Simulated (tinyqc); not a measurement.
# Short-channel transistor, virtual-source model with series resistance: what changes with what

The current per gate width is the charge at the top of the source barrier (the virtual source) times its velocity times a saturation function; al and be are fitting constants of the model. Units: I in uA/um, Rs in ohm um, so I Rs = 1e-6 I Rs in volts; Q in uC/cm^2, so I = 1e-4 Q vx0 Fsat with vx0 in cm/s.

Inputs (values chosen for the exercise):
```
symbol,value,unit,meaning
T,293,K,temperature
Cinv,2.73,uF/cm^2,inversion capacitance
vx0,1.46e7,cm/s,velocity at the virtual source
mu,770,cm^2/(V s),apparent mobility
L,20,nm,channel length
VT0,0.356,V,threshold at zero drain voltage
dl,0.081,V/V,drain-induced barrier lowering
n0,1.51,,subthreshold factor
nd,0.05,1/V,growth of n with drain voltage
al,3.5,,threshold shift (in units of Vt) from weak to strong inversion
be,1.6,,sharpness of saturation
Rs,120,ohm um,series resistance of each contact
```

Constants: q = 1.602176634e-19 C, kB = 1.380649e-23 J/K, Vt = kB T/q. Results are converted to the units shown.

Each table varies one quantity; the others keep the values above.

## Supply voltage at a fixed off current

Intrinsic voltages Vg' = Vgs - I Rs, Vd' = Vds - 2 I Rs. n = n0 + nd Vd', VT = VT0 - dl Vd', Ff = 1/(1 + exp((Vg' - VT + al Vt/2)/(al Vt))), Q = Cinv n Vt ln(1 + exp((Vg' - VT + al Vt Ff)/(n Vt))), Vdsat = (vx0 L/mu)(1 - Ff) + Vt Ff, Fsat = u/(1 + u^be)^(1/be) with u = Vd'/Vdsat, and I = Q vx0 Fsat per width. I is solved self-consistently. For each supply Vdd, VT0 is set so that I(Vgs = 0, Vds = Vdd) = 10 nA/um; Ion = I(Vdd, Vdd); C = Cinv L + 0.54 fF/um of parasitic capacitance; delay C Vdd/Ion, energy C Vdd^2.

Supply voltage at a fixed off current:
```
Vdd (V),VT0 (V),Ion (uA/um),delay (ps),energy (fJ/um)
0.4,0.4922,72.21,6.016,0.1738
0.5,0.5017,207.2,2.620,0.2715
0.6,0.5112,401.2,1.624,0.3910
0.7,0.5207,626.0,1.214,0.5321
0.8,0.5302,865.1,1.004,0.6950
0.9,0.5396,1111,0.8798,0.8797
1,0.5491,1360,0.7985,1.086
1.1,0.5586,1611,0.7416,1.314
```

What does the comparison show?

The VT0 needed rises from 0.492 to 0.559 V and Ion rises from 72.2 to 1610 uA/um. The delay falls from 6.02 to 0.742 ps, while the energy grows as Vdd^2. Going from 0.4 to 0.5 V changes the delay by -56 %, going from 1 to 1.1 V by -7.1 %.

## Effect of the velocity at the virtual source on the on and off currents

Same model as above.

Ion is I at Vgs = Vds = 1 V, Ioff at Vgs = 0, Vds = 1 V, and Rlin = Vds/I at Vgs = 1 V, Vds = 0.05 V.

Results:
```
vx0 (cm/s),Ion (uA/um),Ioff (nA/um),log10(Ion/Ioff),Rlin (ohm um)
5e6,830.8,401.0,3.316,256.3
7.1e6,1105,569.1,3.288,255.9
1e7,1430,800.9,3.252,255.6
2e7,2226,1597,3.144,255.4
2.8e7,2628,2231,3.071,255.4
4e7,3002,3176,2.975,255.4
```

Estimate the missing row, vx0 = 1.4e7 cm/s.

Computed row:
```
vx0 (cm/s),Ion (uA/um),Ioff (nA/um),log10(Ion/Ioff),Rlin (ohm um)
1.4e7,1799,1120,3.206,255.5
```

With this row back in the table: As vx0 goes from 5e6 to 4e7 cm/s, Ion rises from 831 to 3000 uA/um, Ioff rises from 401 to 3180 nA/um and Rlin stays near 256 ohm um. Ion changes by a factor of 3.61 and Ioff by 7.92. For vx0 = 1.4e7 to 4e7 cm/s the off current passes 1 uA/um, so the device is hardly off at Vgs = 0.

## Transfer curves at low and high drain voltage

Same model as above.

Columns for Vds = 0.05 V and 1 V; gm = dI/dVgs at 1 V.

Result of one run:
```
Vgs (V),"I, low Vds (uA/um)","I, high Vds (uA/um)",gm (uS/um)
0.38,112.0,334.9,2048
```

What becomes of these results when the gate voltage Vgs is changed from 0.38 to 1 V, all else the same?

Result of the changed run:
```
Vgs (V),"I, low Vds (uA/um)","I, high Vds (uA/um)",gm (uS/um)
1,195.7,1848,2526
```

The whole series:
```
Vgs (V),"I, low Vds (uA/um)","I, high Vds (uA/um)",gm (uS/um)
0,0.1187,1.168,27.55
0.12,2.237,15.90,304.8
0.25,29.65,113.5,1265
0.38,112.0,334.9,2048
0.5,160.0,601.8,2353
0.62,178.7,892.2,2469
0.75,187.9,1217,2515
0.88,192.9,1545,2528
1,195.7,1848,2526
```

At Vds = 1 V the current spans 3.2 decades, from 1.17 to 1850 uA/um. Between the first two rows the swing is 106 mV a decade, against n Vt ln 10 = 90.7. At Vgs = 0 the higher drain voltage raises the current by a factor of 9.84, at Vgs = 1 V by 9.44. The transconductance rises from 27.6 to 2530 uS/um; Cinv vx0, its value in strong inversion and saturation without series resistance, is 3990 uS/um.

Computed by the program tinyqc: `OMP_NUM_THREADS=1 python tinyqc.py 2380048 2380049 out.jsonl`, one thread of a shared Intel Xeon 2.30GHz, about 0.01 s for the whole run.
